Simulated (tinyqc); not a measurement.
Worked calculation: Hubbard chain of 4 sites. One step of it, computed by the program tinyqc.

Problem. Mean-field iteration 3. H(up) = T + U n(down), H(down) = T + U n(up); fill the lowest levels; n(new) = n + mixing (n(out) - n); E = tr T (rho up + rho down) + U sum n_up n_down of the output.

one-body matrix (hopping and site energies) (eV), lower triangle:
```
           1          2          3         4
1   0.010000
2  -1.120000   0.650000
3   0.000000  -1.120000   0.510000
4   0.000000   0.000000  -1.120000  0.150000
```

U = 4.100000 eV

electrons, up and down: 2  1

mixing = 0.500000

n(up) after iteration 2: 1 0.603214, 2 0.403545, 3 0.434135, 4 0.559106

n(down) after iteration 2: 1 0.185628, 2 0.309987, 3 0.320396, 4 0.183989

Give: levels, up; levels, down; energy; n(up) after iteration 3; n(down) after iteration 3.

Solution.

levels, up (eV): -0.3277  0.3601  1.9178  3.4698

levels, down (eV): 0.5285  1.7226  3.1113  4.1576

energy = -1.4830 eV

n(up) after iteration 3: 1 0.6472, 2 0.3608, 3 0.3949, 4 0.5971

n(down) after iteration 3: 1 0.1535, 2 0.3398, 3 0.3498, 4 0.1569
